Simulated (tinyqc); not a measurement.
# Read current of a NAND string, cells in series solved by shooting, step by step

Computed by the program tinyqc: `OMP_NUM_THREADS=1 python tinyqc.py 2142105 2142106 out.jsonl`, one thread of a shared Intel Xeon 2.30GHz, about 1 s for the whole run. Printed values are rounded.

Cells in series, numbered from 0 at the source line (0 V) to the bit line, each followed by a gap resistance Rg. A cell with gate Vg, threshold VT, source Vs and drain Vd passes I = 2 nf K Vt^2 [F(Vs) - F(Vd)]/(1 + th max(Vg - VT, 0)), F(V) = ln^2(1 + exp((Vg - VT - nf V)/(2 nf Vt))). The selected cell has Vg = Vr, the others Vg = Vp.

Inputs (values chosen for the exercise); values of the order met in vertical NAND strings:
```
symbol  value    unit                                 meaning
T         300       K                             temperature
K          10  uA/V^2                   gain factor of a cell
nf        2.2                                    slope factor
th       0.18     1/V               mobility reduction factor
Rg          1    kohm     resistance of the gap between cells
Vbl       0.7       V                        bit-line voltage
Vp        6.3       V                            pass voltage
Vr       2.84       V  read voltage on the selected word line
```

Constants: q = 1.602176634e-19 C, kB = 1.380649e-23 J/K, Vt = kB T/q. Results are converted to the units shown.

## Step 1: node voltages for a trial current

first trial current = 0.99 uA
thresholds from the source end, cell 0 to 4 (V): 1.6  4.3  -0.9  -0.9  4.3

For a trial current I start at 0 V and, cell by cell (the selected one is cell 0), solve for the drain: sqrt(F(Vd)) = sqrt(F(Vs) - I/k), k = 2 nf K Vt^2/(1 + th max(Vg - VT, 0)), Vd = [Vg - VT - 2 nf Vt ln(exp(sqrt F) - 1)]/nf, then add I Rg.

node voltage after each cell and gap, trial 1, cell 0 to 4 (V): 0.1090037  0.1905397  0.2252357  0.2603197  0.3637267

## Step 2: node voltages for a trial current

second trial current = 1.4 uA

As before.

node voltage after each cell and gap, trial 2, cell 0 to 4 (V): 0.1625569  0.2906347  0.3414394  0.3931153  0.6054399

## Course of the secant iteration

Secant steps on the end voltage less Vbl, from the two trials; a trial above the saturation current of a cell has no solution and is moved halfway to the previous trial. Stop below 1e-9 V.

Course of the iteration:
```
iteration	I (uA)	end voltage - Vbl (V)	halvings
1	1.560395	0.0883	0
2	1.482945	-0.0191	0
3	1.496724	-4.07e-3	0
4	1.500455	1.86e-4	0
5	1.500292	-1.81e-6	0
6	1.500294	-8.08e-10	0
```

Converged in 6 iterations to I = 1.5003 uA. The selected cell takes 25.0 % of the bit-line voltage and the gaps together 1.07 %.
